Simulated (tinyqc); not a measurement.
Length of a molecular wire: coherent transport through a tight-binding bridge. Computed by the program tinyqc. 

A uniform bridge between two chains:
```
parameter                        value
site energy (eV)              0.300000
hopping in the bridge (eV)    1.450000
lead hopping (eV)             2.960000
couplings (eV)              0.31, 0.33
E (eV)                       -0.120000
```

T = Gamma_L Gamma_R |G_1n|^2 with the self-energies of semi-infinite chains.

Transmission against length:
```
sites           T     ln T
2      2.7010e-03  -5.9141
3      7.3476e-03  -4.9134
4      3.9654e-03  -5.5302
5      3.7895e-03  -5.5755
6      7.9759e-03  -4.8313
7      2.6380e-03  -5.9377
8      3.1769e-02  -3.4493
9      2.2532e-03  -6.0954
10     7.4936e-01  -0.2885
```

E lies inside the band of the bridge (|E - e|/2h = 0.145 < 1): T does not decay but oscillates with length, between 0.002 and 0.749 here, as levels of the bridge pass E.
